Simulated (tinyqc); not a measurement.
## A spin-degenerate level with charging energy between two leads, rate equations: shape of a conductance peak

States 0, up, down and 2 with energies 0, e1 - Ez/2, e1 + Ez/2 and 2 e1 + U. mu_L = +V/2, mu_R = -V/2 (meV), f(x) = 1/(1 + exp(x/kB T)). A transition that adds one electron of given spin at the energy E has the rate G f(E - mu) from each lead, and its reverse G [1 - f(E - mu)]. I counts electrons leaving the left lead, times q.

Transition energies: 0-up e1 - Ez/2, 0-down e1 + Ez/2, up-2 e1 + U + Ez/2, down-2 e1 + U - Ez/2. dp/dt = W p; W_ji is the rate from state i to j, and each column sums to zero. Steady state: W p = 0 with sum p = 1. I = q GL sum over transitions i-j of [fL p_i - (1 - fL) p_j]. The conductance is dI/dV at V = 0; the last column divides it by q^2 GL GR/((GL + GR) 4 kB T), the peak of one spinless level.

Inputs (values chosen for the exercise): charging energy of the second electron U = 6 meV; tunnel rate to the left lead GL = 0.98 1/ns; tunnel rate to the right lead GR = 0.054 1/ns; temperature T = 5.4 K; Zeeman splitting Ez = 0 meV.

Constants: q = 1.602176634e-19 C, kB = 1.380649e-23 J/K, Vt = kB T/q. Results are converted to the units shown.

Shape of a conductance peak:
```
e1 (meV),dI/dV (nS),mean number,scaled
-1.861,0.3167,0.9910,0.07188
-1.489,0.6775,0.9801,0.1538
-1.117,1.402,0.9566,0.3182
-0.745,2.687,0.9084,0.6099
-0.372,4.462,0.8165,1.013
0,5.874,0.6667,1.333
0.372,5.755,0.4735,1.306
0.745,4.215,0.2874,0.9568
1.117,2.480,0.1535,0.5630
1.489,1.276,0.07539,0.2897
1.861,0.6119,0.03536,0.1389
```

The conductance peaks at e1 = 0 meV among the rows, with the scaled height 1.33. For U >> kB T the 0-1 peak lies at e1 = +(kB T/2) ln 2 = 0.161 meV, with the height 8/(1 + sqrt 2)^2 = 1.373: two spin states on one side of the transition and one state on the other shift and raise it.

Range of the model: Rate equations need hbar G well below kB T; cotunnelling and the Kondo effect are left out.

Computed by the program tinyqc: `OMP_NUM_THREADS=1 python tinyqc.py 2780002 2780003 out.jsonl`, one thread of a shared Intel Xeon 2.30GHz, about 0.01 s for the whole run.
